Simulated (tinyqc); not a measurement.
Shockley state of an s-p chain by decimation: sweeps and comparisons. A value that a table varies takes the place of the one given here.

Each site has s at -d/2 and p at +d/2: H0 = diag(-d/2, d/2). The block to the next site on the right is H1 = [[-ts, u], [-u, tp]] (rows s, p of site n; columns s, p of site n + 1). Bulk: H(k) = [[-d/2 - 2 ts cos k, 2i u sin k], [-2i u sin k, d/2 + 2 tp cos k]]. The bands are inverted at k = pi if d < 2 (ts + tp).

Decimation (Sancho-Rubio) at z = E + i eta: start with es = e = H0, A = H1, B = H1^T. Each round forms g = (z - e)^-1 and sets es += A g B, e += A g B + B g A, A = A g A, B = B g B, doubling the length covered. Stop when all |A| < 1e-10. Surface G = (z - es)^-1, bulk G = (z - e)^-1; densities -Im tr G/pi.

Values chosen for the exercise:
- d = 7.23 eV (Ep - Es)
- ts = 1.25 eV (s-s hopping)
- tp = 1.6 eV (p-p hopping)
- u = 0.62 eV (s-p hopping)
- eta = 0.01 eV (broadening)
- E1 = -1.32 eV (first energy)
- dE = 0.193 eV (step)
- E = -0.18 eV (energy)

## Surface against bulk across the gap

Eleven energies E1 + j dE.

Densities (1/eV):

| E (eV) | surface | bulk |
|---|---|---|
| -1.320 | 0.0990 | 0.2708 |
| -1.127 | 0.0274 | 0.8078 |
| -0.934 | 0.0020 | 0.0079 |
| -0.741 | 0.0013 | 0.0031 |
| -0.548 | 0.0011 | 0.0021 |
| -0.355 | 0.0010 | 0.0018 |
| -0.162 | 0.0010 | 0.0020 |
| 0.031 | 0.0011 | 0.0029 |
| 0.224 | 0.0016 | 0.0067 |
| 0.417 | 0.0129 | 0.7601 |
| 0.610 | 0.0703 | 0.2484 |

edges of the bulk gap (201 k points) (eV): -1.1150  0.4150

Inside the gap the bulk density is only the tail of the broadening, at least 0.0018. The surface density has no peak there, and a chain of 60 sites has no level in the gap.

## Through the band inversion

d = f 2 (ts + tp). Gap edges from 201 k points; levels in the gap from an open chain of 60 sites (their mean, and the weight on the two end sites summed over them, divided by their number); a dash: none.

Against d:

| f | d (eV) | top of lower band (eV) | bottom of upper band (eV) | levels in the gap | mean level (eV) | end weight |
|---|---|---|---|---|---|---|
| 0.10 | 0.570 | -1.2641 | 1.1777 | 2 | -0.0350 | 0.839 |
| 0.30 | 1.710 | -1.2877 | 1.0288 | 2 | -0.1050 | 0.771 |
| 0.50 | 2.850 | -1.2375 | 0.8057 | 2 | -0.1750 | 0.636 |
| 0.70 | 3.990 | -1.0749 | 0.4704 | 2 | -0.2450 | 0.432 |
| 0.85 | 4.845 | -0.7775 | 0.0775 | 2 | -0.2975 | 0.235 |
| 1.15 | 6.555 | -0.7775 | 0.0775 | 0 | - | - |
| 1.30 | 7.410 | -1.2050 | 0.5050 | 0 | - | - |
| 1.60 | 9.120 | -2.0600 | 1.3600 | 0 | - | - |

Levels in the gap appear for f = 0.1, 0.3, 0.5, 0.7 and 0.85 and for none of the other rows; the gap closes at f = 1. The level lies at -0.0350 eV for f = 0.1 and -0.2975 eV for f = 0.85, on the line E = d (ts - tp)/(2 (ts + tp)), and its end weight goes from 0.84 to 0.24: no shift of the surface potential is needed, the inversion alone binds it.

## What each parameter does

Gap edges from 201 k points between 0 and pi, and the surface density at E by decimation. Each row changes one parameter from the base and keeps the others.

Results:

| case | top of lower band (eV) | bottom of upper band (eV) | surface density (1/eV) |
|---|---|---|---|
| base | -1.1150 | 0.4150 | 0.0010 |
| d = 7.953 eV | -1.4765 | 0.7765 | 0.0007 |
| ts = 1.375 eV | -0.8650 | 0.4150 | 0.0011 |
| tp = 1.76 eV | -1.1150 | 0.0950 | 0.0013 |
| u = 0.682 eV | -1.1150 | 0.4150 | 0.0010 |
| eta = 0.02 eV | -1.1150 | 0.4150 | 0.0020 |

The largest shifts from the base row, up to three for each result and ties (the steps differ in size, so this ranks the rows, not the parameters). top of lower band (eV): d -0.3615, ts +0.2500; unchanged at the printed digits by tp, u and eta. bottom of upper band (eV): d +0.3615, tp -0.3200; unchanged at the printed digits by ts, u and eta. surface density (1/eV): eta +0.0010, tp +0.0003, d -0.0003; unchanged at the printed digits by u. The base chain is not inverted, so no surface state lies in the gap; E lies in the gap.

Run: tinyqc, `OMP_NUM_THREADS=1 python tinyqc.py 1451220 1451221 out.jsonl`; Intel(R) Xeon(R) Processor @ 2.30GHz, one thread, shared host; about 0.2 s of CPU time with all checks.
